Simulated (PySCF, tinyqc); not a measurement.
Inside a calculation. Method: G0W0 on RHF in the sto-6g basis, for H3+, spin multiplicity 1. The lowest restricted solution is unstable here: a spin-polarised one lies 0.0034 hartree lower (PySCF). One step of it, computed by the program tinyqc.

Task: Integrals over molecular orbitals. (pq|rs) = sum C_ip C_jq C_kr C_ls (ij|kl), one index at a time.

coefficients C:
```
            MO1        MO2        MO3
1H 1s  0.590269   0.000000   1.075165
2H 1s  0.364020   0.736887  -0.751325
3H 1s  0.364020  -0.736887  -0.751325
```

core Hamiltonian H = T + V (hartree):
```
           1H 1s      2H 1s      3H 1s
1H 1s  -1.392748  -0.707296  -0.707296
2H 1s  -0.707296  -1.166628  -0.144361
3H 1s  -0.707296  -0.144361  -1.166628
```

Two-electron integrals (ij|kl) in chemists' order, unique and non-zero (hartree):
```
(11|11) 0.774999   (21|11) 0.254886   (21|21) 0.112192   (22|11) 0.438677
(22|21) 0.254886   (22|22) 0.774999   (31|11) 0.254886   (31|21) 0.078461
(31|22) 0.133608   (31|31) 0.112192   (32|11) 0.044779   (32|21) 0.016915
(32|22) 0.034446   (32|31) 0.016915   (32|32) 0.003026   (33|11) 0.438677
(33|21) 0.133608   (33|22) 0.234446   (33|31) 0.254886   (33|32) 0.034446
(33|33) 0.774999
```

Give: one-electron integrals over orbitals h = C^T H C; Two-electron integrals over orbitals.

Result:

one-electron integrals over orbitals h = C^T H C (hartree):
```
        1       2       3
1  -1.441   0.000  -0.093
2   0.000  -1.110   0.000
3  -0.093   0.000  -0.805
```

Two-electron integrals over orbitals (pq|rs), unique and non-zero (hartree):
```
(11|11) 0.543    (21|21) 0.147    (22|11) 0.459    (22|22) 0.518
(31|11) 0.093    (31|22) -0.047   (31|31) 0.140    (32|21) -0.144
(32|32) 0.161    (33|11) 0.549    (33|22) 0.487    (33|31) 0.080
(33|33) 0.583
```
